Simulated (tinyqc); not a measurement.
Liquidus of a compound AB in a simple-solution melt, liquid-phase epitaxy and vapour pressures: one step, computed by the program tinyqc. Command: `OMP_NUM_THREADS=1 python tinyqc.py 3031283 3031284 out.jsonl liq35 walk`. One thread of a shared host (Intel(R) Xeon(R) Processor @ 2.30GHz), about 0.05 s of CPU time with the checks.

x is the atom fraction of B in the melt. The melt is a simple solution: R T ln gamma_B = W (1 - x)^2, R T ln gamma_A = W x^2, W = a + b T. The solid AB is stoichiometric.

Problem. Layer thickness. Semi-infinite melt (Hsieh): step d = 2 dT sqrt(D t/pi)/(C_S m); ramp d = (4/3) c sqrt(D/pi) t^(3/2)/(C_S m); supercooling is their sum. A melt of depth w can give at most w (undercooling)/(C_S m).

Inputs (values chosen for the exercise, modelled on GaSb for the melt):
```
quantity                     value    unit
saturation temperature T       736       K
step dT                        3.1       K
cooling rate c                0.28   K/min
growth time t                  7.7     min
diffusivity in the melt D  9.2e-05  cm^2/s
melt depth w                   7.7      mm
```

Growth programme: ramp cooling.

C_S = 1.765733e+22 1/cm^3

slope m = 7.664219e-20 K cm^3

Give: thickness d; largest thickness from this melt; sqrt(D t)/w.

Solution.

thickness d = 2.471 micrometre

largest thickness from this melt = 12.27 micrometre

sqrt(D t)/w = 0.2677

The layer uses 20 % of what the melt could give.
